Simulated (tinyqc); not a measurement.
## Doping from the body effect

Question. The threshold of a long MOSFET, counted against the source, shifts by gamma (sqrt(2 phiF + Vsb) - sqrt(2 phiF)) with gamma = sqrt(2 eps0 eps_r q N)/Cox. Find 2 phiF, gamma and N from two shifts.

Values chosen for this exercise: relative permittivity eps_r = 14.8.

Constants: q = 1.602176634e-19 C, eps0 = 8.8541878128e-14 F/cm where lengths are in cm. Results are converted to the units shown.

|VT - VT(0)| at source-body biases 1.1 and 2.7 V (V): [0.011928167, 0.023967456]
Cox = 0.88541878 uF/cm^2

Answer. The ratio of the shifts depends on 2 phiF alone and rises steadily with it, so it fixes 2 phiF; either shift then gives gamma, and gamma gives N.

2 phiF = 0.763 V
gamma = 0.0243 V^0.5
N = 1.10e15 cm^-3

Computed by the program tinyqc: `OMP_NUM_THREADS=1 python tinyqc.py 2060135 2060136 out.jsonl`, one thread of a shared Intel Xeon 2.30GHz, about 0.01 s for the whole run.
